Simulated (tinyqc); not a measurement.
# Trap density and scattering coefficient from 1/f noise

Question. f S = K0 (1 + ac mu Cox I/gm)^2 with K0 = q^2 Vt lt Nt/(W L Cox^2), Vt in eV and Nt per eV. Find K0, Nt and ac.

Parameters, values chosen for the exercise:
- T = 350 K (temperature)
- L = 180 nm (gate length)
- W = 20 um (total gate width)
- Cox = 2.03 uF/cm^2 (gate capacitance)
- mu = 290 cm^2/(V s) (mobility)
- lt = 0.1 nm (tunnelling length into the oxide)

Constants: q = 1.602176634e-19 C, kB = 1.380649e-23 J/K, Vt = kB T/q. Results are converted to the units shown.

I/gm at two biases (V): 0.0387456128  0.204587461
f S at these biases (V^2): 5.30210327e-12  8.60753551e-12

Answer. sqrt(f S) is linear in I/gm: the intercept is sqrt(K0), and slope over intercept is ac mu Cox.

K0 = 4.64e-12 V^2
Nt = 8.90e16 cm^-3 eV^-1
ac = 3.00e3 V s/C

Program tinyqc, `OMP_NUM_THREADS=1 python tinyqc.py 2150020 2150021 out.jsonl`; Intel Xeon 2.30GHz, shared host, one thread, about 0.01 s.
